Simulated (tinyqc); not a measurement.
# Lossy on-chip transmission line with skin effect, step by step

Computed by the program tinyqc: `OMP_NUM_THREADS=1 python tinyqc.py 2810172 2810173 out.jsonl`, one thread of a shared Intel Xeon 2.30GHz, about 0.01 s for the whole run. Printed values are rounded.

A uniform line in a homogeneous dielectric: c = sqrt(er)/(c0 Z0), l = Z0 sqrt(er)/c0 (c0 = 299792458 m/s), g = w c td, w = 2 pi f. The resistance joins its limits as r = sqrt(r_dc^2 + r_hf^2), with r_dc = rho/(wd th), r_hf = kr rho/(2 delta (wd + th)), delta = sqrt(rho/(pi f mu0)), mu0 = 4 pi 1e-7 H/m; this is an interpolation, and internal inductance, up to 0.05 nH/mm at low frequency, is neglected.

Inputs (values chosen for the exercise): width of the strip wd = 5.1 um; thickness of the strip th = 1.3 um; resistivity rho = 2.2 uohm cm; relative permittivity er = 3.5; loss tangent td = 0; lossless impedance sqrt(l/c) Z0 = 50 ohm; factor for crowding and the return path kr = 1.2; length len = 0.52 mm; source resistance Rg = 50 ohm; load resistance RL = 100 ohm; load capacitance CL = 300 fF; frequency f = 6.5 GHz.

## Line constants

delta, r_dc, r_hf, r, l, c and g as defined.

delta = 0.925923 um
r_dc = 3.31825 ohm/mm
r_hf = 2.22751 ohm/mm
r = 3.99657 ohm/mm
l = 0.312021 nH/mm
c = 124.808 pF/m
g = 0 S/m

r is 1.20 times r_dc; the skin depth is 0.712 of the thickness.

## Propagation constant and impedance

gamma = sqrt((r + i w l)(g + i w c)) = alpha + i beta, Zc = sqrt((r + i w l)/(g + i w c)), roots with positive real part; loss 8.685889638 alpha in dB; phase velocity w/beta.

gamma len = 0.020537+0.134110i
Zc = 50.5968-7.7482i ohm
loss = 0.343043 dB/mm
phase velocity over c0 = 0.528218
r/(w l) = 0.313625

r is below w l; the low-loss estimate 8.686 (r/(2 Z0) + g Z0/2) gives 0.347 dB/mm.

## Reflection, input impedance and transfer

ZL = 1/(1/RL + i w CL); reflection (ZL - Zc)/(ZL + Zc); Zin = Zc (ZL + Zc tanh(gamma len))/(Zc + ZL tanh(gamma len)); H = V_load/V_source = [Zin/(Zin + Rg)]/[cosh(gamma len) + (Zc/ZL) sinh(gamma len)].

ZL = 39.9813-48.9860i ohm
reflection at the load = 0.120638-0.379711i
Zin = 33.4004-40.5700i ohm
H = 0.522470-0.306172i
|H| = -4.35670 dB
